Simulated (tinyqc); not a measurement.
# Single-electron transistor, orthodox theory and master equation: what changes with what

A metal island with n extra electrons joins the left lead (voltage V) and the right lead (0 V) by tunnel junctions and couples to a gate. Cs = CL + CR + Cg. Adding electron n + 1 costs mu(n) = [q (n + 1/2) - CL V - Cg Vg]/Cs (in volts); the Fermi levels are -V (left) and 0 (right). A jump that gains the energy W has the rate G(W) = (W/q)/(R [1 - exp(-W/Vt)]), W in volts, Vt = kB T/q. Sequential tunnelling only; I > 0 flows from left to right.

Parameters, values chosen for the exercise:
```
symbol  value  unit                            meaning
CL        3.1    aF   capacitance of the left junction
CR        2.6    aF  capacitance of the right junction
Cg        2.5    aF                   gate capacitance
RL       2500  kohm    resistance of the left junction
RR       2500  kohm   resistance of the right junction
T          29     K                        temperature
Vg         48    mV                       gate voltage
```

Constants: q = 1.602176634e-19 C, kB = 1.380649e-23 J/K, Vt = kB T/q. Results are converted to the units shown.

Each table varies one quantity; the others keep the values above.

## Current against bias

Onto the island: from the left W = -V - mu(n), from the right W = -mu(n); off the island (n + 1 to n): to the left W = mu(n) + V, to the right W = mu(n). Steady state: p(n + 1)/p(n) = (sum of on rates)/(sum of off rates), normalised. I = q sum_n [p(n + 1) (off to left) - p(n) (on from left)]. Enough charge states are kept that the digits shown do not change.

Current against bias:

| V (mV) | I (nA) | mean n | states above 1 % | I (RL + RR)/V |
|---|---|---|---|---|
| 1.95 | 0.1221 | 0.8643 | 2 | 0.3131 |
| 9.12 | 0.7256 | 0.7724 | 2 | 0.3978 |
| 16.3 | 1.536 | 0.6667 | 2 | 0.4711 |
| 23.4 | 2.393 | 0.5955 | 3 | 0.5114 |
| 30.6 | 3.311 | 0.5505 | 3 | 0.5410 |
| 37.8 | 4.365 | 0.5122 | 4 | 0.5774 |
| 44.9 | 5.587 | 0.4683 | 4 | 0.6222 |
| 52.1 | 6.938 | 0.4205 | 4 | 0.6658 |
| 59.3 | 8.303 | 0.3760 | 4 | 0.7001 |
| 66.4 | 9.637 | 0.3351 | 4 | 0.7257 |
| 73.6 | 11.00 | 0.2924 | 4 | 0.7474 |
| 80.8 | 12.40 | 0.2463 | 5 | 0.7670 |
| 87.9 | 13.78 | 0.2000 | 5 | 0.7841 |

What does the table show?

At zero temperature the blockade would end at V = 7.82 mV. The ratio I (RL + RR)/V rises from 0.313 to 0.784. Over the second half of the table the slope between rows varies from 0.938 to 0.978 times 1/(RL + RR).

## The Coulomb oscillation

Same model as above.

Here V = 7.1 mV.

The Coulomb oscillation:

| Vg (mV) | I (nA) | mean n |
|---|---|---|
| 0 | 0.27185 | -0.0191 |
| 6.41 | 0.27581 | 0.0242 |
| 12.8 | 0.34690 | 0.0767 |
| 19.2 | 0.47127 | 0.1550 |
| 25.6 | 0.61099 | 0.2715 |
| 32 | 0.70422 | 0.4244 |
| 38.5 | 0.69792 | 0.5944 |
| 44.9 | 0.59607 | 0.7439 |
| 51.3 | 0.45527 | 0.8557 |
| 57.7 | 0.33562 | 0.9304 |
| 64.1 | 0.27179 | 0.9810 |
| 70.5 | 0.27583 | 1.0242 |
| 76.9 | 0.34710 | 1.0768 |
| 83.3 | 0.47155 | 1.1552 |

What does the comparison show?

I is largest, 0.704 nA, at Vg = 32 mV and smallest, 0.272 nA, at 64.1 mV among the rows; the pattern repeats every q/Cg = 64.1 mV. At zero temperature current flows while mu(0) lies between -V and 0, for Vg from 23.2 to 46.5 mV; the mean n moves from -0.02 to 1.16 over the table.

Range of the model: Cotunnelling, which dominates deep in the blockade, is left out.

Computed by the program tinyqc: `OMP_NUM_THREADS=1 python tinyqc.py 2780046 2780047 out.jsonl`, one thread of a shared Intel Xeon 2.30GHz, about 0.01 s for the whole run.
